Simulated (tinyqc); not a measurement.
Nudged elastic band on a two-dimensional model surface. Changing the step factor eta. Computed by tinyqc, a small Python program. Command: `OMP_NUM_THREADS=1 python tinyqc.py 3007988 3007989 out.jsonl neb sweep`. One thread of a shared host (Intel(R) Xeon(R) Processor @ 2.30GHz), about 0.4 s of CPU time with the checks.

V(x, y) = h u^2 + t x + (kappa/2)(y + c u)^2 with u = x^2/w^2 - 1; the path runs from the minimum near (-w, 0) to that near (w, 0).

Inputs (values chosen for the exercise, for a model surface):
```
quantity,value,unit
height h,0.96,eV
half width w,1.4,angstrom
transverse stiffness kappa,3.8,eV/angstrom^2
curvature c,0.51,angstrom
tilt t,-0.13,eV/angstrom
movable images n,6,-
spring constant k_s,0.8,eV/angstrom^2
iteration cap,600,-
```

Surface: curved double well. Climbing image: on.

Method:
- Newton steps x(new) = x - H^-1 grad V (moves limited to 0.3 angstrom) from (-w, 0), (w, 0) and (0, c) give the two minima and the saddle.
- Tangent at image i: towards the higher neighbour if the energies rise or fall through i; at a maximum or minimum, tau = t+ dmax + t- dmin if V(i+1) > V(i-1), else t+ dmin + t- dmax, with t+ = R(i+1) - R(i), t- = R(i) - R(i-1) and dmax, dmin the larger and smaller of |V(i+1) - V(i)| and |V(i-1) - V(i)|; then normalise. Force F = -grad V + (grad V.tau) tau + k_s (|t+| - |t-|) tau.
- With a climbing image, the highest image feels instead F = -grad V + 2 (grad V.tau) tau and no spring.
- Update R(new) = R + eta F; the end points stay fixed.
- Start on the straight line; stop when the largest force is below 1e-4 or above 1e6 eV/angstrom.

One run for each value:
```
step factor eta (angstrom^2/eV),iterations,energy of the highest image (eV)
0.027,496,0.78453
0.036,372,0.78453
0.050,268,0.78453
0.068,197,0.78453
0.092,145,0.78453
0.130,103,0.78453
```

Over the rows, iterations falls from 496 to 103 (exponent d ln y / d ln x about -1.0 throughout). While the steps are short the count falls about as 1/eta; the converged energy does not depend on eta. Left out: 0.0110, 0.0140, 0.0200 (the iteration did not converge within its cap).

Extremes, crossings and ranges named in words are read from the listed rows.
